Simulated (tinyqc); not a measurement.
What the shift does to the intrinsic density: temperature and isotope dependence of a band gap in oscillator models.

E(T) = E0 - sum_i sl_i th_i n_i(T), n = 1/(exp(th/T) - 1). The same coupling lowers the gap at 0 K by the zero-point term ZP = sum_i sl_i th_i/2, so the gap of the static lattice is E0 + ZP. Thermal expansion is taken as part of the slopes.

Constants: kB = 8.617333262e-05 eV/K; hbar^2/2m0 = 3.80998211 eV angstrom^2.

Inputs chosen for the exercise (near those of AlN; shifted at random, so the results belong to these values and not to a real crystal): E0 = 6.114 eV (gap at 0 K); th = (272, 1033) K (temperatures of two oscillators); sl = (0.2561, 0.5199) meV/K (their high-temperature slopes); mm = 0.95 m0 (geometric mean of the density-of-states masses).

ni = 2 (mm kT/(4 pi c))^(3/2) exp(-E/2kT), c = hbar^2/2m0, with E(T) and with E0; 1 angstrom^-3 = 1e24 cm^-3. Apparent gap from an Arrhenius plot of ni/T^(3/2): E(T) - T dE/dT, dE/dT = -sum sl_i (th_i/T)^2 n_i (1 + n_i).

Results:
```
T (K)  E(T) (eV)  ni (cm^-3)  ni with E(T) / ni with E0  apparent gap (eV)
200       6.0869    2.58e-58                      2.197             6.1469
250       6.0698    1.16e-42                      2.786             6.1647
300       6.0491    3.60e-32                      3.510             6.1839
350       6.0251    1.22e-24                      4.365             6.2026
400       5.9986    5.81e-19                      5.336             6.2198
500       5.9397    5.81e-11                      7.556             6.2490
700       5.8081       0.102                     12.619             6.2897
```

Using E0 in place of E(T) understates ni by a factor that rises from 2.20 to 12.62, towards exp(sum sl/2kB) = 90.2. The slope of an Arrhenius plot returns neither E(T) nor E0 but the intercept of the tangent, 6.1839 eV at 300 K, which lies 70 meV above E0 and tends to the static gap 6.4174 eV.

(tinyqc, `OMP_NUM_THREADS=1 python tinyqc.py 1850313 1850314 out.jsonl`, Intel(R) Xeon(R) Processor @ 2.30GHz, 1 thread, shared host, about 0.01 s.)
